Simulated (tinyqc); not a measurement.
Inside a calculation: carrier statistics of a doped semiconductor with parabolic bands. Values are carried at full precision from step to step, so a last printed digit may differ when a step is redone from the rounded ones.

Constants: kB = 8.617333262e-05 eV/K; hbar^2/2m0 = 3.80998211 eV angstrom^2.

Parameters, chosen for this exercise (near those of GaP; the results hold for these values, not for the real material): Eg0 = 2.35 eV (gap at 0 K); al = 0.000579 eV/K (Varshni alpha); be = 374 K (Varshni beta); T = 300 K; ml = 1.99 m0 (longitudinal electron mass); mt = 0.253 m0 (transverse electron mass); Mv = 3 (equivalent valleys); mhh = 0.789 m0 (heavy-hole mass); mlh = 0.14 m0 (light-hole mass); ND = 1.1e+18 1/cm^3 (donors); NA = 2.2e+18 1/cm^3 (acceptors); ED = 0.09 eV (donor level below Ec); EA = 0.0546 eV (acceptor level above Ev).

## Gap and thermal energy

Eg(T) = Eg0 - al T^2/(T + be) (Varshni).

Eg = 2.27269 eV
kT = 0.025852 eV

The gap has shrunk by 77.3 meV from 0 K and is 87.9 kT wide.

## Effective densities of states

m_de = Mv^(2/3) (ml mt^2)^(1/3); m_dh = (mhh^(3/2) + mlh^(3/2))^(2/3); N = 2 (m kB T/(4 pi c))^(3/2) with c = hbar^2/2m0, in 1/angstrom^3; times 1e24 for 1/cm^3.

m_de = 1.0466 m0
m_dh = 0.8278 m0
Nc = 2.6868e+19 1/cm^3
Nv = 1.8901e+19 1/cm^3

The light holes supply 7.0 % of Nv, and Nc/Nv = 1.42.

## Intrinsic density and level

With Boltzmann statistics ni = sqrt(Nc Nv) exp(-Eg/2kT) and Ei = Eg/2 + (kT/2) ln(Nv/Nc), counted from Ev.

ni = 1.83 1/cm^3
Ei = 1.1318 eV

Ei lies 4.5 meV below midgap, towards the band with the smaller density of states.

## Neutrality by bisection

Energies are counted from Ev, so Ec = Eg. n = Nc F_1/2((EF - Eg)/kT), p = Nv F_1/2(-EF/kT), ND+ = ND/(1 + 2 exp((EF - Eg + ED)/kT)), NA- = NA/(1 + 4 exp((EA - EF)/kT)); neutrality asks p + ND+ = n + NA-. F_j(eta) = (1/Gamma(j + 1)) integral_0^infinity x^j dx/(1 + exp(x - eta)), which tends to exp(eta) for eta << 0.

Start from the bracket [-0.2 eV, Eg + 0.2 eV]; at the midpoint EF take the sign of p + ND+ - n - NA-; where it is positive EF must rise. Fourteen steps are shown.

Bisection (eV, 1/cm^3):
```
step       low     high        EF         n         p       ND+       NA-  sign
1     -0.20000  2.47269   1.13634      2.19      1.54  1.10e+18  2.20e+18     -
2     -0.20000  1.13634   0.46817  1.30e-11  2.58e+11  1.10e+18  2.20e+18     -
3     -0.20000  0.46817   0.13409  3.18e-17  1.05e+17  1.10e+18  1.86e+18     -
4     -0.20000  0.13409  -0.03296  4.97e-20  3.54e+19  1.10e+18  1.84e+16     +
5     -0.03296  0.13409   0.05056  1.26e-18  2.55e+18  1.10e+18  3.88e+17     +
6      0.05056  0.13409   0.09232  6.32e-18  5.26e+17  1.10e+18  1.14e+18     +
7      0.09232  0.13409   0.11321  1.42e-17  2.36e+17  1.10e+18  1.56e+18     -
8      0.09232  0.11321   0.10277  9.47e-18  3.53e+17  1.10e+18  1.36e+18     +
9      0.10277  0.11321   0.10799  1.16e-17  2.88e+17  1.10e+18  1.46e+18     -
10     0.10277  0.10799   0.10538  1.05e-17  3.19e+17  1.10e+18  1.41e+18     +
11     0.10538  0.10799   0.10668  1.10e-17  3.03e+17  1.10e+18  1.43e+18     -
12     0.10538  0.10668   0.10603  1.07e-17  3.11e+17  1.10e+18  1.42e+18     -
13     0.10538  0.10603   0.10570  1.06e-17  3.15e+17  1.10e+18  1.42e+18     -
14     0.10538  0.10570   0.10554  1.05e-17  3.17e+17  1.10e+18  1.41e+18     +
```

Each step halves the bracket, which is 0.326 meV wide at the last row.

## The neutral state

Solve the neutrality condition for EF to convergence.

EF = 0.1057 eV
n = 1.06e-17 1/cm^3
p = 3.15e+17 1/cm^3
ND+ = 1.10e+18 1/cm^3
NA- = 1.42e+18 1/cm^3

The material is p-type; 64.3 % of the acceptors are ionised. EF lies 4.09 kT inside the gap from the valence edge, so Boltzmann statistics would serve; n p/(Nc Nv exp(-Eg/kT)) = 0.994. Both dopants are dense enough here for band tails and pairing, which sharp levels leave out.

## Checks

- F_1/2(1) by the trapezoid rule against adaptive quadrature: both 1.575641.
- Positive against negative charge at the solution (1/cm^3): both 1.41519e+18.

Program tinyqc; command `OMP_NUM_THREADS=1 python tinyqc.py 1651662 1651663 out.jsonl`; about 0.02 s on one thread of a shared Intel(R) Xeon(R) Processor @ 2.30GHz.
